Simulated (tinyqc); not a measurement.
Plane-averaged potentials: correction of a charged-defect supercell by a model charge and potential alignment (plane-averaged potentials). Computed by tinyqc, a small Python program. Command: `OMP_NUM_THREADS=1 python tinyqc.py 3113903 3113904 out.jsonl align walk`. One thread of a shared host (Intel(R) Xeon(R) Processor @ 2.30GHz), about 0.01 s of CPU time with the checks.

The "true" defect charge is (1 - x) q in a Gaussian of width sigma plus x q in one of width sigma_t, so the exact answer is known; the correction sees only a single model Gaussian of width sigma_m. A Gaussian of width s has the transform rho(G) = exp(-G^2 s^2/2), normalised to 1. A uniform background cancels q, so G = 0 is left out. Potentials are those felt by a unit positive charge. E_0 is the formation energy of the isolated defect, E_cell its value in the supercell, E_lat = E_iso - E_per of the model charge, C the true less the model potential far from the defect; the exact correction is E_0 - E_cell, and the error of a scheme is E_cell plus its correction less E_0.

Inputs (values chosen for the exercise, with screening close to that of HfO2):
```
quantity                               value      unit
defect charge q                            3         e
dielectric constant eps                   22         -
edge of the cubic cell L                11.1  angstrom
width sigma of the true defect charge   0.96  angstrom
width sigma_m of the model charge        0.7  angstrom
share x of the charge in a wide tail       0         -
width sigma_t of the tail                1.5  angstrom
```

Constants: e^2/(4 pi eps_0) = 14.39964548 eV angstrom.

Method. Plane-averaged potential at distance z from the defect: V(z) = (4 pi q/(eps L^3)) (e^2/(4 pi eps_0 e)) sum_(m != 0) rho(G_m) cos(G_m z)/G_m^2, G_m = 2 pi m/L, |m| <= 40.

Potentials (V):
```
z/L   z (angstrom)      true     model  difference
0.00         0.000   0.11686   0.13374   -0.016879
0.05         0.555   0.10717   0.11981   -0.012639
0.10         1.110   0.08174   0.08627   -0.004527
0.15         1.665   0.04862   0.04755    0.001068
0.20         2.220   0.01505   0.01180    0.003244
0.25         2.775  -0.01495  -0.01874    0.003787
0.30         3.330  -0.03986  -0.04374    0.003881
0.35         3.885  -0.05930  -0.06320    0.003892
0.40         4.440  -0.07320  -0.07709    0.003893
0.45         4.995  -0.08153  -0.08543    0.003894
0.50         5.550  -0.08431  -0.08820    0.003894
```

The difference moves by 0.00 mV between z/L = 0.4 and 0.5: a plateau.
